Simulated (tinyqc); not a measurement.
Inside a calculation. Model: junctionless gate-all-around wire, depletion approximation.

Numbers from tinyqc (`OMP_NUM_THREADS=1 python tinyqc.py 2460061 2460062 out.jsonl`; about 0.01 s on one thread of a shared Intel Xeon 2.30GHz). Printed values are rounded.

A uniformly doped n-type wire of radius R under a surrounding gate; long channel. Below flat band a shell from radius rc to R is fully depleted and the neutral core, at channel potential V (0 at the source, Vd at the drain), carries the current with constant mobility; s = (rc/R)^2 is the share of the cross-section that conducts. The edge of the depleted shell is taken as abrupt, so there is no subthreshold current.

Inputs (values chosen for the exercise); material values those of a made-up semiconductor: relative permittivity of the semiconductor eps_r = 16.3; relative permittivity of the gate insulator eox = 7.5; insulator thickness tox = 2.4 nm; wire radius R = 15 nm; donor density Nd = 9.6e18 cm^-3; flat-band voltage Vfb = 0.66 V; effective mobility in the wire mu = 42 cm^2/(V s); gate length L = 0.5 um; gate voltage Vg = 0.1 V; drain voltage Vd = 0.5 V.

Constants: q = 1.602176634e-19 C, eps0 = 8.8541878128e-14 F/cm where lengths are in cm. Results are converted to the units shown.

## Voltages that deplete the wire

Cox = eps0 eox/(R ln(1 + tox/R)); A = q Nd R^2/(4 eps0 eps_r); B = q Nd R/(2 Cox); VT = Vfb - A - B.

Cox = 2.98281 uF/cm^2
A = 0.599471 V
B = 0.386738 V
VT = -0.326208 V

Of the 0.986 V needed, 39.2 % drops over the insulator. The device is normally on.

## Iteration 1: conducting share at the source by Newton steps

s at the start = 0.5

With V = 0: f = A (1 - s + s ln s) + B (1 - s) - (Vfb - Vg); f' = A ln s - B; s(new) = s - f/f'.

f = -0.274657 V
f' = -0.802259 V
s after iteration 1 = 0.157646

## Iteration 2: conducting share at the source by Newton steps

As before.

f = 0.0961491 V
f' = -1.49420 V
s after iteration 2 = 0.221994

## Course of the iteration: conducting share at the source by Newton steps

Stop when s changes by less than 1e-11, or after 30 iterations. s must stay positive.

Course of the iteration:

| iteration | s | \|change\| |
|---|---|---|
| 1 | 0.157646 | 0.342 |
| 2 | 0.221994 | 0.0643 |
| 3 | 0.227408 | 5.41e-3 |
| 4 | 0.227439 | 3.08e-5 |
| 5 | 0.227439 | 9.81e-10 |
| 6 | 0.227439 | 0 |

Converged in 6 iterations. At the end the number of correct digits about doubles with each step.

## Core radius, conductance and current

s0 = 0.227439
sL = 0

s solves Vfb - Vg + V = A (1 - s + s ln s) + B (1 - s), and s = 0 where the left side exceeds A + B. I = (q mu Nd pi R^2/L)[g(s0) - g(sL)], g = A (s^2/4 - (s^2/2) ln s) + B s^2/2, with s0 at V = 0 and sL at V = Vd. rc = R sqrt(s0); the small-signal conductance at Vd = 0 is q mu Nd pi R^2 s0/L.

rc at the source = 7.15358 nm
conductance = 2.07710 uS
I = 0.371839 uA

The drain end is pinched off, so the current is saturated.
